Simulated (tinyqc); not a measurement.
# Single-electron transistor, orthodox theory and master equation: two studies

A metal island with n extra electrons joins the left lead (voltage V) and the right lead (0 V) by tunnel junctions and couples to a gate. Cs = CL + CR + Cg. Adding electron n + 1 costs mu(n) = [q (n + 1/2) - CL V - Cg Vg]/Cs (in volts); the Fermi levels are -V (left) and 0 (right). A jump that gains the energy W has the rate G(W) = (W/q)/(R [1 - exp(-W/Vt)]), W in volts, Vt = kB T/q. Sequential tunnelling only; I > 0 flows from left to right.

Values chosen for this exercise:
```
symbol,value,unit,meaning
CL,0.37,aF,capacitance of the left junction
CR,0.5,aF,capacitance of the right junction
Cg,0.35,aF,gate capacitance
RL,410,kohm,resistance of the left junction
RR,1300,kohm,resistance of the right junction
T,52,K,temperature
Vg,400,mV,gate voltage
```

Constants: q = 1.602176634e-19 C, kB = 1.380649e-23 J/K, Vt = kB T/q. Results are converted to the units shown.

Each table varies one quantity; the others keep the values above.

## Current against bias

Onto the island: from the left W = -V - mu(n), from the right W = -mu(n); off the island (n + 1 to n): to the left W = mu(n) + V, to the right W = mu(n). Steady state: p(n + 1)/p(n) = (sum of on rates)/(sum of off rates), normalised. I = q sum_n [p(n + 1) (off to left) - p(n) (on from left)]. Enough charge states are kept that the digits shown do not change.

Current against bias:

| V (mV) | I (nA) | mean n | states above 1 % | I (RL + RR)/V |
|---|---|---|---|---|
| 13.1 | 0.0036459 | 0.99990 | 1 | 4.7591e-4 |
| 50.3 | 0.88810 | 0.98206 | 2 | 0.030192 |
| 87.6 | 19.872 | 0.65855 | 2 | 0.38791 |
| 125 | 38.861 | 0.41933 | 2 | 0.53162 |
| 162 | 50.859 | 0.32694 | 2 | 0.53685 |
| 199 | 60.800 | 0.27828 | 2 | 0.52245 |
| 236 | 70.420 | 0.24417 | 2 | 0.51025 |
| 274 | 91.193 | 0.11132 | 3 | 0.56912 |
| 311 | 119.06 | -0.08352 | 3 | 0.65463 |
| 348 | 141.23 | -0.21802 | 3 | 0.69397 |
| 385 | 159.46 | -0.31308 | 3 | 0.70826 |
| 422 | 175.38 | -0.38533 | 3 | 0.71065 |
| 460 | 195.36 | -0.49576 | 4 | 0.72625 |

At zero temperature the blockade would end at V = 70.5 mV. The ratio I (RL + RR)/V moves up and down between 4.76e-4 and 0.726. Over the second half of the table the slope between rows varies from 0.736 to 1.29 times 1/(RL + RR).

## The Coulomb oscillation

Same model as above.

Here V = 55 mV.

The Coulomb oscillation:

| Vg (mV) | I (nA) | mean n |
|---|---|---|
| 0 | 0.073296 | -0.0011 |
| 45.8 | 0.013258 | 0.0000 |
| 91.6 | 0.10165 | 0.0005 |
| 137 | 0.91603 | 0.0058 |
| 183 | 4.7035 | 0.0375 |
| 229 | 11.509 | 0.1234 |
| 275 | 16.703 | 0.2746 |
| 320 | 15.673 | 0.5242 |
| 366 | 6.4497 | 0.8503 |
| 412 | 0.88801 | 0.9833 |
| 458 | 0.072333 | 0.9989 |
| 504 | 0.013336 | 1.0000 |
| 549 | 0.099733 | 1.0005 |
| 595 | 0.92540 | 1.0059 |

What does the table show?

I is largest, 16.7 nA, at Vg = 275 mV and smallest, 0.0133 nA, at 45.8 mV among the rows; the pattern repeats every q/Cg = 458 mV. At zero temperature current flows while mu(0) lies between -V and 0, for Vg from 171 to 362 mV; the mean n moves from 0.00 to 1.01 over the table.

Range of the model: Cotunnelling, which dominates deep in the blockade, is left out.

Numbers from tinyqc (`OMP_NUM_THREADS=1 python tinyqc.py 2780119 2780120 out.jsonl`; about 0.01 s on one thread of a shared Intel Xeon 2.30GHz).
